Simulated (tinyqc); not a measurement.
Raising U: Hubbard chain of 4 sites, mean field against exact. Computed by the program tinyqc. Collinear unrestricted mean field (the lowest of 40 random starts) against exact diagonalisation.

one-body matrix (hopping and site energies) (eV):
```
,1,2,3,4
1,0.0000,-1.5100,0.0000,0.0000
2,-1.5100,0.0000,-1.5100,0.0000
3,0.0000,-1.5100,0.0000,-1.5100
4,0.0000,0.0000,-1.5100,0.0000
```

electrons, up and down: 2  2

Exact and mean-field results (eV):
```
U,U/t,E exact,E mean field,mean |n_up - n_down|,"double occupancy, exact",first gap in the sector
0.760,0.503,-6.03263,-5.99293,0.000,0.224,1.656
1.510,1.000,-5.39880,-5.24293,0.000,0.199,1.478
3.020,2.000,-4.34267,-3.77053,0.393,0.152,1.191
4.530,3.000,-3.54461,-2.78141,0.697,0.114,0.977
6.040,4.000,-2.94925,-2.16583,0.820,0.085,0.816
12.080,8.000,-1.68693,-1.12053,0.953,0.031,0.469
18.120,12.000,-1.15978,-0.75148,0.979,0.015,0.323
30.200,20.000,-0.70762,-0.45224,0.993,0.006,0.197
```

Estimate the missing row, U = 9.06.

Computed row:
```
U        U/t   E exact  E mean field  mean |n_up - n_down|  double occupancy, exact  first gap in the sector
9.060  6.000  -2.16222      -1.48131                 0.918                    0.049                    0.600
```

In absolute terms mean field is worst at U/t = 4.0, 0.783 eV too high: at small U it is nearly exact, and at large U it misses only exchange-scale energies. Its local moments set in at U/t = 2.0 of those listed, a broken symmetry that the exact state of a finite cluster with equal spins does not have. Relative to the exact energy its error is 0.7 % at the smallest U, 36 % at most and 36 % at the largest. The double occupancy falls from 0.224 to 0.006; at the largest U the first gap is 0.65 times the exchange scale 4t^2/U.
